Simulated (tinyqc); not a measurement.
Parabolic quantum dot in a magnetic field (Fock-Darwin): one step. Singlet and triplet of two electrons. Two cases, with inputs chosen for the exercise.

Task: Give J0, the triplet less the singlet, and J0/W.

Two electrons, first order in the Coulomb energy: the singlet (0,0)^2 has 2W + J0 and the lowest triplet (0,0)(0,1) has 3W - wc/2 + J0/2 - Ez, with J0 = sqrt(pi/2) q/(eps lam), q = e^2/(4 pi eps0), Ez = |gs| muB B.

Constants: e^2/(4 pi eps0) = 14.39964547 eV angstrom.

Give: J0; E(T) - E(S); J0/W.

Case 1.

Values chosen (out of a larger set: near those of a gate-defined dot in InAs; not measured data): eps = 15 (dielectric constant).

hbar W = 7.330795 meV
hbar wc = 6.779543 meV
Zeeman energy = 0.731472 meV
lam = 188.673 angstrom

Result:

J0 = 6.377 meV
E(T) - E(S) = 0.021 meV
J0/W = 0.87

The singlet is lower at this order. J0 is not small against W, so higher orders, which favour the singlet, can shift the splitting by a large part of itself.

Case 2.

Values chosen (out of a larger set: near those of a gate-defined dot in GaAs; not measured data): eps = 12.6 (dielectric constant).

hbar W = 2.514617 meV
hbar wc = 2.766441 meV
Zeeman energy = 0.040895 meV
lam = 214.762 angstrom

Result:

J0 = 6.669 meV
E(T) - E(S) = -2.244 meV
J0/W = 2.65

The triplet is lower at this order. J0 exceeds W, so first order overstates the interaction and the result is only a guide.

Computed by tinyqc, one run a case: `OMP_NUM_THREADS=1 python tinyqc.py N N+1 out.jsonl` with N = 1252122, 1252212; one thread of a shared Intel(R) Xeon(R) Processor @ 2.30GHz, about 0.05 s a run at most.
